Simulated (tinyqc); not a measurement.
Cell-based percolation model of oxide breakdown: two steps of the calculation.

The oxide, of thickness n a, is cut into cubic cells. A cell is defective with the chance l = 1 - exp(-a^3 N), N = N1 (t/1 s)^al. A column of n defective cells breaks the oxide down, and the area holds M = A/a^2 independent columns: 1 - F = (1 - l^n)^M.

Inputs (values chosen for the exercise): edge of a cell a = 0.8 nm; cells across the oxide n = 5; area A = 1300 um^2; exponent of defect growth al = 0.79; defect density after 1 s N1 = 3.6e17 cm^-3.

Question 1. Critical defect density. At F = 1 - 1/e: l_c = (1 - exp(-1/M))^(1/n), N_bd = -ln(1 - l_c)/a^3, t63 = (N_bd/N1)^(1/al). W = ln(-ln(1 - F)); for small l, W = ln M + n ln(a^3 N), so the Weibull slope is n al.

Find: thickness; M; l_c; N_bd; N_bd times thickness; t63; n al.

Answer 1.

thickness = 4.000 nm
M = 2.031e9
l_c = 0.01375
N_bd = 2.705e19 cm^-3
N_bd times thickness = 1.082e13 cm^-2
t63 = 236.9 s
n al = 3.950

Question 2. The distribution. N, l, F and W = ln(-ln(1 - F)) at each time; the slope is taken between the end points.

t, point 0 to 6 (s): 23  41  74  130  200  240  300

Find: N; l; F; W; slope.

Answer 2.

```
point  N (cm^-3)         l         F       W
0       4.286e18  0.002192  1.028e-4  -9.183
1       6.767e18  0.003459  0.001005  -6.902
2       1.079e19  0.005509   0.01025  -4.575
3       1.684e19  0.008585   0.09035  -2.357
4       2.367e19   0.01204    0.4023  -0.664
5       2.733e19   0.01390    0.6510   0.051
6       3.260e19   0.01655    0.9199   0.926
```

slope = 3.936

The slope is 0.36 % below n al, since l grows a little more slowly than N.

Computed by the program tinyqc: `OMP_NUM_THREADS=1 python tinyqc.py 2070009 2070010 out.jsonl`, one thread of a shared Intel Xeon 2.30GHz, about 0.01 s for the whole run.
